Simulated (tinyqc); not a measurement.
Inside a calculation. Model: thermoelectric coefficients of one resonant level, Landauer integrals.

Program tinyqc, `OMP_NUM_THREADS=1 python tinyqc.py 2800005 2800006 out.jsonl`; Intel Xeon 2.30GHz, shared host, one thread, about 0.02 s. Printed values are rounded.

Transmission X(x) = (g/2)^2/[(x - y)^2 + (g/2)^2] with x = (E - EF)/kB T, two spin channels. I_k = int X x^k w dx over all x, w = 1/(4 cosh^2(x/2)).

Parameters, values chosen for the exercise:

| symbol | value | unit | meaning |
|---|---|---|---|
| T | 30 | K | temperature |
| g | 1.3 |  | full width of the level over kB T |
| y | -4.3 |  | level position (E0 - EF)/kB T |
| kp | 0.021 |  | phonon heat conductance in units of pi^2 kB^2 T/(3 h) |

Constants: q = 1.602176634e-19 C, kB = 1.380649e-23 J/K, h = 6.62607015e-34 J s. Results are converted to the units shown.

## Coefficients

converged I_0, I_1, I_2: 0.05200260  -0.1184812  0.4579387

G = (2 q^2/h) I_0, S = -(kB/q) I_1/I_0, L/L0 = [I_2/I_0 - (I_1/I_0)^2]/(pi^2/3), K_e = (2 kB^2 T/h)(I_2 - I_1^2/I_0), ZT = G S^2 T/(K_e + K_ph), K_ph = kp pi^2 kB^2 T/(3 h).

G = 4.029209 uS
S = 196.3347 uV/K
L/L0 = 1.098860
K_e = 3.244948 pW/K
ZT = 1.213021
ZT without phonons = 1.435911

The level lies below EF, so S is positive (hole-like). A level of zero width would give -(kB/q) y = 371 uV/K; S is 47 % below that in size.

## Two limits for S

Narrow level: S = -(kB/q) y. Mott formula: S = -(pi^2/3)(kB/q) d ln X/dx at x = 0 = -(pi^2/3)(kB/q) 2 y/[y^2 + (g/2)^2].

narrow-level S = 370.5453 uV/K
Mott S = 128.9142 uV/K

The integrals give 196 uV/K; the Mott value is 34 % below that in size.
